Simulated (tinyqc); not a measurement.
Field-effect mobility of a thin-film transistor with band-tail and deep states (multiple trapping): one step, computed by the program tinyqc.

A thick film in accumulation at small drain voltage. Only free electrons move; trapped ones still screen the gate. N_c and mu_0 are held fixed when T changes, leaving out the T^(3/2) growth of N_c. x = E_0 - psi is the distance of the Fermi level below the band edge.

Problem. Free and trapped densities. F_j(eta) = int_0^infinity x^j/(1 + exp(x - eta)) dx, without a gamma-function factor. Integrals over x = E/(k_B T) use 160 Gauss-Legendre points in u = sqrt(x) from 0 to sqrt(max(eta, 0) + 32). Free n(x) = N_c (2/sqrt(pi)) F_1/2(-x/k_B T), with F_1/2 from its two-term series in exp(-x/k_B T) for x >= 12 k_B T; tail n_t(x) = int_0^1.2eV g_t exp(-E/E_t)/(1 + exp((x - E)/k_B T)) dE, E counted down from the edge, 120 Gauss-Legendre points; space charge rho(psi) = n + n_t less its value at psi = 0.

Inputs (values chosen for the exercise, modelled on amorphous In2O3): effective density of states N_c = 3.9e+18 1/cm^3; tail density at the edge g_t = 7.6e+19 1/(eV cm^3); tail width E_t = 23 meV; temperature T = 300 K.

Deep states: none.

Constants: k_B = 8.617333262e-05 eV/K.

Give: Local densities at x = 0.4, 0.3, 0.2, 0.15, 0.1, 0.05, 0 and -0.05 eV.

Solution.

Local densities at x = 0.4, 0.3, 0.2, 0.15, 0.1, 0.05, 0 and -0.05 eV:
```
x (eV)  n (1/cm^3)  n_t (1/cm^3)  n/(n + n_t)
0.40     7.436e+11     2.566e+12       0.2247
0.30     3.559e+13     1.094e+14       0.2454
0.20     1.703e+15     4.200e+15       0.2885
0.15     1.177e+16     2.397e+16       0.3293
0.10     8.090e+16     1.218e+17       0.3990
0.05     5.370e+17     4.860e+17       0.5249
0.00     2.984e+18     1.186e+18       0.7157
-0.05    1.064e+19     1.626e+18       0.8674
```

E_t/k_B T = 0.89: the tail is narrower than about k_B T, so deep in the gap n_t roughly follows n, and the free share changes far less than n does.
